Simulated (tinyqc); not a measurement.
Capacitance of parallel on-chip lines from Laplace's equation on a mesh: one step of the calculation.

Cross-section of an endless row of equal lines between two grounded planes; neighbours are driven in antiphase (+1 V and -1 V), so the plane midway between two lines is at 0 V. By symmetry one quarter is solved: x runs from the centre of a line (column 0, mirror) to that midplane (column 5, 0 V), y from the mid-height of the line (row 0, mirror) to the ground plane (row 5, 0 V). The line fills columns 0 to 2 and rows 0 to 2 at 1 V. Cells beside the line (below row 2) have e2, cells above have e1. Each link between nodes has the conductance g = mean permittivity of the two cells beside it (a cell beyond a mirror counts as 0), and the free nodes obey sum g (V_neighbour - V) = 0.

Task. Capacitance per length. C = 4 eps0 sum g (difference of V)^2 over all links (twice the energy of the four quarters, line at 1 V). Plate estimate without fringing: eps0 [2 e1 w/hd + 2 e2 t/(s/2)], w = 4 hx, t = 4 hx, s/2 = 3 hx, hd = 3 hx.

Values chosen for this exercise:
```
symbol,value,unit,meaning
e1,2.7,,relative permittivity above and below the lines
e2,2,,relative permittivity between the lines
```

Constants: eps0 = 8.8541878128e-12 F/m. Results are converted to the units shown.

converged V (V):

|  | col 0 | col 1 | col 2 | col 3 | col 4 | col 5 |
|---|---|---|---|---|---|---|
| row 0 | 1.0000000 | 1.0000000 | 1.0000000 | 0.6368019 | 0.3064311 | 0.0000000 |
| row 1 | 1.0000000 | 1.0000000 | 1.0000000 | 0.6203884 | 0.2944613 | 0.0000000 |
| row 2 | 1.0000000 | 1.0000000 | 1.0000000 | 0.5502903 | 0.2510259 | 0.0000000 |
| row 3 | 0.6401596 | 0.6255870 | 0.5633390 | 0.3674229 | 0.1768661 | 0.0000000 |
| row 4 | 0.3094646 | 0.2988494 | 0.2603461 | 0.1791961 | 0.0890156 | 0.0000000 |
| row 5 | 0.0000000 | 0.0000000 | 0.0000000 | 0.0000000 | 0.0000000 | 0.0000000 |

gx:

|  | col 0 | col 1 | col 2 | col 3 | col 4 |
|---|---|---|---|---|---|
| row 0 | 1 | 1 | 1 | 1 | 1 |
| row 1 | 2 | 2 | 2 | 2 | 2 |
| row 2 | 2.35 | 2.35 | 2.35 | 2.35 | 2.35 |
| row 3 | 2.7 | 2.7 | 2.7 | 2.7 | 2.7 |
| row 4 | 2.7 | 2.7 | 2.7 | 2.7 | 2.7 |
| row 5 | 1.35 | 1.35 | 1.35 | 1.35 | 1.35 |

gy:

|  | col 0 | col 1 | col 2 | col 3 | col 4 | col 5 |
|---|---|---|---|---|---|---|
| row 0 | 1 | 2 | 2 | 2 | 2 | 1 |
| row 1 | 1 | 2 | 2 | 2 | 2 | 1 |
| row 2 | 1.35 | 2.7 | 2.7 | 2.7 | 2.7 | 1.35 |
| row 3 | 1.35 | 2.7 | 2.7 | 2.7 | 2.7 | 1.35 |
| row 4 | 1.35 | 2.7 | 2.7 | 2.7 | 2.7 | 1.35 |

Wanted: C; plate estimate.

Result.

C = 171.95 aF/um
plate estimate = 110.97 aF/um

tinyqc, about 0.5 s, one thread, Intel Xeon 2.30GHz (shared host): `OMP_NUM_THREADS=1 python tinyqc.py 2790227 2790228 out.jsonl`
